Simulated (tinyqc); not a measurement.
# Input admittance of a MOSFET at zero drain bias: distributed channel and distributed gate, step by step

Computed by the program tinyqc: `OMP_NUM_THREADS=1 python tinyqc.py 2262238 2262239 out.jsonl`, one thread of a shared Intel Xeon 2.30GHz, about 0.01 s for the whole run. Printed values are rounded.

Source and drain grounded, strong inversion, w = 2 pi f, Cox = eps0 eox/tox. The channel is an RC line of resistance 1/(mu Cox Vo) per square fed from both ends, so one finger has the intrinsic admittance y = i w Cox L tanh(g)/g per width, g = (1/2) sqrt(i w tau), tau = L^2/(mu Vo). The vertical resistance rv/L is in series with y, the overlaps 2 i w Cov in parallel: y_t = 1/(1/y + rv/L) + 2 i w Cov. The gate strip is a line of Rsh/L per length loaded by y_t, so a finger has Y = y_t Wf tanh(k)/k, k = (Wf/sd) sqrt(y_t Rsh/L); the device has Nf Y.

Values chosen for this exercise; values of the order met in silicon radio-frequency transistors:

| symbol | value | unit | meaning |
|---|---|---|---|
| eox | 7.38 |  | relative permittivity of the gate insulator (close to silicon nitride) |
| tox | 4.2 | nm | insulator thickness |
| L | 1.1 | um | channel length |
| Wf | 1.1 | um | finger width |
| Nf | 64 |  | number of fingers |
| mu | 150 | cm^2/(V s) | channel mobility |
| Vo | 0.65 | V | gate overdrive |
| Rsh | 29 | ohm/square | sheet resistance of the gate |
| rv | 0 | ohm um^2 | vertical resistivity of the gate stack |
| sd | 1 |  | number of ends at which a finger is contacted |
| Cov | 0.36 | fF/um | overlap and fringe capacitance on each side |
| f | 5.1 | GHz | frequency |

Constants: eps0 = 8.8541878128e-14 F/cm where lengths are in cm. Results are converted to the units shown.

## Low-frequency resistances and capacitance

Low-frequency limits, with c = Cox L and ct = c + 2 Cov: R_strip = Rsh Wf/(3 sd^2 L Nf), R_ch = (c/ct)^2 L/(12 mu Cox Vo Wf Nf), R_vert = (c/ct)^2 rv/(L Wf Nf), C = ct Wf Nf.

parts (ohm): strip 0.151042, channel 7.90467, vertical 0
sum = 8.05571 ohm
C = 1255.51 fF
1/(2 pi R C) = 15.7361 GHz

The channel term is the largest, 98.1 % of the sum.

## Admittance of the channel and stack per width

tau, g, c = Cox L, y and y_t as defined.

tau = 124.103 ps
g = 0.705051+0.705051i
c = 17.1139 fF/um
y = 156.717+486.208i uS/um
y_t = 156.717+509.280i uS/um

w tau = 3.98, and Im y is 0.887 of w c.

## Input impedance of the device

k and Y as defined; Z = 1/(Nf Y) = R + 1/(i w C); Q = |Im Z|/R; signal at the point farthest from a contact |1/cosh k|.

k = 0.104874+0.077455i
Nf Y = 11.2075+35.7329i mS
R = 7.99137 ohm
C = 1224.81 fF
Q = 3.18830
signal at the far point = 0.997484

R is 0.80 % below its low-frequency limit and C is 2.4 % below its own.
